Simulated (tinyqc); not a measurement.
Worked calculation: effective mass of the conduction band from tabulated energies. Values are carried at full precision from step to step, so a last printed digit may differ when a step is redone from the rounded ones.

c = hbar^2/2m0.
Constants: hbar^2/2m0 = 3.80998211 eV angstrom^2; kB = 8.617333262e-05 eV/K.

Parameters, chosen for this exercise (out of a larger set: band of an eight-band Kane model near InSb; not measured data): T = 300 K (temperature).

## Finite differences

Energies along [110], from the band edge:
```
k (1/angstrom),E (meV)
0.00000,0.0000
0.00210,1.2204
0.00420,4.8125
0.00630,10.5874
0.00840,18.2816
0.01050,27.6069
0.01260,38.2878
0.01470,50.0815
0.01680,62.7846
```

reference mass (curvature of the model at k = 0.0001 1/angstrom) = 0.01370 m0

The band is even in k. m = c k^2/E(k) from the points 1, 2, 4 (k = 0 is point 0); Richardson from points 1 and 2: c/m = [16 E(k1) - E(k2)]/(12 k1^2).

m from points 1, 2, 4 (m0): 0.01377  0.01397  0.01471

m by Richardson = 0.01370 m0

Errors against the reference: +0.49, +1.94 and +7.34 % and +0.02 %. The extrapolation removes the k^4 term.

## Least squares over all points

Fit E = a k^2 (a = sum k^2 E/sum k^4), then E = a k^2 + b k^4 from the normal equations; E in eV; m = c/a.

sums of k^4, k^6, k^8: 1.7060e-07  3.8334e-11  9.3364e-15

sums of k^2 E, k^4 E: 3.9465e-05  8.7498e-09

a, one term = 231.33 eV angstrom^2

a and b, two terms: 268.1  -1.637e+05

m, one and two terms (m0): 0.01647  0.01421

The parabola over all points errs by +20.2 % because the weights k^4 favour the outer points; the second term brings the error to +3.7 %.

## The non-parabolic form

E (1 + alpha E) = c k^2/m means that y = c k^2/E is a straight line in E with intercept m and slope m alpha. Fit the line by unweighted least squares over points 1 to 8, E in eV.

y (m0): 0.01377  0.01397  0.01428  0.01471  0.01522  0.01580  0.01644  0.01713

m = 0.01370 m0
alpha = 3.983 1/eV

The intercept errs by +0.03 %. The model has Eg = 0.234 eV, and for two bands alpha is near 1/Eg = 4.27 1/eV.

## Which mass for which use

From the fitted m and alpha: momentum mass at energy E, m (1 + 2 alpha E); curvature mass m (1 + 2 alpha E)^3; thermal factors to first order in alpha kT: density of states Nc (1 + 15 alpha kT/4), conductivity mass m (1 + 5 alpha kT). Take E = 3 kT/2.

alpha kT = 0.1030
momentum mass = 0.01794 m0
curvature mass = 0.03073 m0
factor on Nc = 1.3862
thermal conductivity mass = 0.02076 m0

alpha kT is not small, so first order is only a guide.

## Checks

- Two-term fit by normal equations against a least-squares routine: both 268.110.

Computed by tinyqc, a small Python program: `OMP_NUM_THREADS=1 python tinyqc.py 1881075 1881076 out.jsonl` (the numbers bound the seed that draws the inputs); one thread of a shared host (Intel(R) Xeon(R) Processor @ 2.30GHz), about 0.01 s for the whole set of steps.
